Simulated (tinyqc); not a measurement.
# Doping and barrier from two capacitances

Problem. A Schottky diode on a uniformly doped n-type layer obeys (A/C)^2 = 2 (Vbi - V - Vt)/(q eps0 eps_r Nd) in reverse bias, with phiB = Vbi + Vt ln(Nc/Nd) and image force ignored. Find Nd, Vbi and phiB.

Parameters, values chosen for the exercise; band and dielectric values close to those of 4H silicon carbide: temperature T = 325 K; relative permittivity eps_r = 9.62; conduction-band density of states at T Nc = 1.92e19 cm^-3; diode area A = 0.00056 cm^2.

Constants: q = 1.602176634e-19 C, kB = 1.380649e-23 J/K, Vt = kB T/q, eps0 = 8.8541878128e-14 F/cm where lengths are in cm. Results are converted to the units shown.

C at V = -0.5 and -3.9 V (pF): [31.874908, 18.720075]

Answer. The slope of (A/C)^2 against -V gives Nd, the intercept Vbi - Vt, and the Fermi-level depth Vt ln(Nc/Nd) is added for the barrier.

Nd = 8.50e16 cm^-3
Vbi = 1.32 V
phiB = 1.47 eV

tinyqc, about 0.03 s, one thread, Intel Xeon 2.30GHz (shared host): `OMP_NUM_THREADS=1 python tinyqc.py 2020025 2020026 out.jsonl`
